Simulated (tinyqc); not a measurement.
# Vertical double-diffused power MOSFET, components of the on-resistance: On-resistance against the temperature

Stripe cells of pitch Wp + a, two channels a cell. Current flows through the channels, spreads in the accumulation layer, passes the gap between the p bodies and spreads at 45 degrees into the drift layer below them. Low drain voltage, full ionisation.

Triangular field at breakdown with Ec = Kc N^(1/8): BV = eps0 eps_r Ec^2/(2 q N), so N = (eps0 eps_r Kc^2/(2 q BV))^(4/3); W = 2 BV/Ec; mu = mud (T/300 K)^(-bt); rho = 1/(q mu N); ideal resistance rho W. Pitch p = Wp + a, Cox = 3.9 eps0/tox; zero-bias depletion in the gap w0 = sqrt(2 eps0 eps_r Vbi/(q N Nj)), open gap g = a - 2 w0; R_ch = Lc p/(2 mch Cox Vov); R_acc = 0.6 a p/(4 mac Cox Vov), 0.6 being an empirical factor for current leaving the layer along its length; R_gap = (rho/Nj) xp p/g; spreading depth t = min(W, (p - g)/2); R_drift = (rho p/2) ln((g + 2 t)/g) + rho (W - t); R_on = the sum with Rs.

Inputs (values chosen for the exercise); bulk values close to those of 4H silicon carbide:
- eps_r = 9.99 (relative permittivity)
- Kc = 23500 V/cm per (cm^-3)^(1/8) (critical-field constant)
- BV = 1700 V (rated breakdown voltage of the drift layer)
- mud = 812 cm^2/(V s) (drift mobility at 300 K)
- bt = 2.1 (temperature exponent of the drift mobility)
- tox = 77 nm (gate oxide thickness (eps_r 3.9))
- Vov = 9 V (gate overdrive)
- mch = 38 cm^2/(V s) (channel mobility)
- mac = 150 cm^2/(V s) (accumulation-layer mobility)
- Lc = 1.3 um (channel length)
- Wp = 4.7 um (width of the p body in one cell, channels included)
- a = 1.9 um (gap between neighbouring p bodies)
- xp = 0.6 um (depth of the p body)
- Nj = 3 (doping of the gap over the drift doping)
- Vbi = 2.76 V (built-in voltage of the body junction)
- Rs = 0.52 mohm cm^2 (substrate and contact resistance)

Constants: q = 1.602176634e-19 C, eps0 = 8.8541878128e-14 F/cm where lengths are in cm. Results are converted to the units shown.

The same in every row: R_ch (mohm cm^2) = 2.797; R_acc (mohm cm^2) = 0.3107.

Results:

| T (K) | R_gap (mohm cm^2) | R_drift (mohm cm^2) | R_on (mohm cm^2) | ideal (mohm cm^2) | largest term |
|---|---|---|---|---|---|
| 250 | 0.06588 | 1.068 | 4.762 | 0.8930 | channel |
| 290 | 0.08997 | 1.459 | 5.177 | 1.220 | channel |
| 370 | 0.1501 | 2.434 | 6.212 | 2.034 | channel |
| 410 | 0.1862 | 3.019 | 6.833 | 2.524 | drift |
| 450 | 0.2264 | 3.671 | 7.525 | 3.069 | drift |
| 490 | 0.2707 | 4.390 | 8.289 | 3.670 | drift |

Estimate the missing row, T = 330 K.

Computed row:

| T (K) | R_gap (mohm cm^2) | R_drift (mohm cm^2) | R_on (mohm cm^2) | ideal (mohm cm^2) | largest term |
|---|---|---|---|---|---|
| 330 | 0.1180 | 1.914 | 5.660 | 1.600 | channel |

With this row back in the table: R_on rises from 4.76 to 8.29 mohm cm^2. The channel term is the largest at T = 250, the drift term from 410 on. R_on is 5.33 times the ideal drift resistance in the first row and 2.26 times in the last. Only the drift mobility depends on T in this model.

Program tinyqc, `OMP_NUM_THREADS=1 python tinyqc.py 2230126 2230127 out.jsonl`; Intel Xeon 2.30GHz, shared host, one thread, about 0.01 s.
